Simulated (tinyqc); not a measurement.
Ways to reach the isolated limit: finite-size error of a charged defect in a periodic cell: Madelung and Makov-Payne terms. Computed by tinyqc, a small Python program. Command: `OMP_NUM_THREADS=1 python tinyqc.py 3029998 3029999 out.jsonl imagecharge walk`. One thread of a shared host (Intel(R) Xeon(R) Processor @ 2.30GHz), about 0.08 s of CPU time with the checks.

L is the cube root of the cell volume. The defect charge is a Gaussian, rho(r) = q (2 pi sigma^2)^(-3/2) exp(-r^2/2 sigma^2), repeated periodically in a uniform neutralising background and screened by a continuum. The model cell energy is E(L) = E_0 + [periodic - isolated electrostatic energy].

Inputs (values chosen for the exercise, for a model host): charge q = -2 e; cell length L = 14.2 angstrom; dielectric constant eps = 8.78; width sigma of the defect charge = 0.82 angstrom; formation energy of the isolated defect E_0 = 4.053 eV.

Supercell lattice: bcc. Screening: isotropic.

scatter added to the six cells, standing for numerical noise (meV): [0.4, -1.5, 0.17, -4.4, 0.3, -0.81]

Constants: e^2/(4 pi eps_0) = 14.39964548 eV angstrom.

Method:
- Cell vectors: (-1,1,1), (1,-1,1), (1,1,-1), scaled to volume L^3.
- Ewald sum for a unit point charge: scale each Cartesian component of the cell by 1/sqrt(eps_i), giving R', G' and V'; E = [ (1/2) sum erfc(eta R')/R' + (2 pi/V') sum exp(-G'^2/4 eta^2)/G'^2 - eta/sqrt(pi) - pi/(2 V' eta^2) ] e^2/(4 pi eps_0) / sqrt(eps_x eps_y eps_z), over n_i = -6..6, omitting n = (0,0,0), eta = 2/V'^(1/3). alpha = -2 E eps_g L/(e^2/(4 pi eps_0)), eps_g = (eps_x eps_y eps_z)^(1/3).
- Periodic energy of the Gaussian: (2 pi q^2/V) sum_(G != 0) exp(-sigma^2 G^2)/(G.eps.G) x e^2/(4 pi eps_0), n_i = -k..k with k = max(9, L/sigma rounded up). Isolated energy: q^2/(2 sqrt(pi) sigma) <1/(n.eps.n)> e^2/(4 pi eps_0), the mean over directions n, here 1/eps.
- Cells of the same shape with L scaled by 0.7, 0.85, 1, 1.25, 1.5 and 2; the scatter is added to E(L).
- The point-charge correction scales as 1/L from its value at the input L.
- Least-squares fits of E(L) to a + b/L, a + c/L^3 or a + b/L + c/L^3; the estimate is a, and errors are against E_0.

Scaling data:
```
L (angstrom)  1/L (1/angstrom)  E(L) (eV)  E(L) + point-charge correction (eV)
9.94                  0.100604    3.12846                              4.08162
12.07                 0.082850    3.28230                              4.06726
14.20                 0.070423    3.39564                              4.06285
17.75                 0.056338    3.51978                              4.05356
21.30                 0.046948    3.61136                              4.05617
28.40                 0.035211    3.71979                              4.05340
```

point-charge correction -q^2 E = 0.667215 eV

nearest image = 15.4940 angstrom

Estimates of E_0:
```
way                              estimate (eV)  error (meV)
largest cell, uncorrected               3.7198      -333.21
largest cell, point-charge term         4.0534         0.40
1/L fit, three smallest                 4.0169       -36.14
1/L fit, all six                        4.0348       -18.25
1/L^3 fit, all six                      3.6581      -394.88
1/L and 1/L^3, three smallest           4.0908        37.81
1/L and 1/L^3, all six                  4.0551         2.07
corrected data, 1/L^3 fit               4.0515        -1.55
```

coefficient b of the full fit = -9.5616 eV angstrom

What follows from these numbers?

Best here: largest cell, point-charge term (+0.4 meV); worst: 1/L^3 fit, all six (-395 meV). The fitted b is 100.9 % of the Madelung value -q^2 alpha e^2/(8 pi eps_0 eps_g), so such a fit also measures the screening. The three-term fit to three small cells has no spare point and magnifies the scatter. A pure 1/L fit lands below E_0, because the positive 1/L^3 term flattens the small-cell points.

Extremes, crossings and ranges named in words are read from the listed rows.
